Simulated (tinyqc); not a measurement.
Effective-mass impurity with a central-cell term, in a basis of Slater functions: one step, computed by the program tinyqc. Command: `OMP_NUM_THREADS=1 python tinyqc.py 3006497 3006498 out.jsonl centralcell walk`. One thread of a shared host (Intel(R) Xeon(R) Processor @ 2.30GHz), about 0.01 s of CPU time with the checks.

The envelope obeys H = -nabla^2 - (2/r) [Z + A exp(-kappa r)] in effective units, with kappa = a*/lambda; positive A deepens the well near the core.

Question. Effective units. Units: Ry* = Ry m/eps^2 and a* = a_0 eps/m, with m in m_0. kappa = a*/lambda; the hydrogenic ground state is bound by Z^2 Ry*.

Inputs (values chosen for the exercise, with mass and screening modelled on InP):
```
quantity                    value      unit
effective mass m           0.0808       m_0
dielectric constant eps      12.5         -
charge Z of the core            2         -
central-cell range lambda    0.74  angstrom
```

Impurity: donor, one isotropic band.

Constants: Ry = 13.605693123 eV; a_0 = 0.529177210903 angstrom.

Give: Ry*; a*; kappa; hydrogenic binding energy.

Answer.

Ry* = 7.0358 meV

a* = 81.865 angstrom

kappa = 110.63 1/a*

hydrogenic binding energy = 28.143 meV
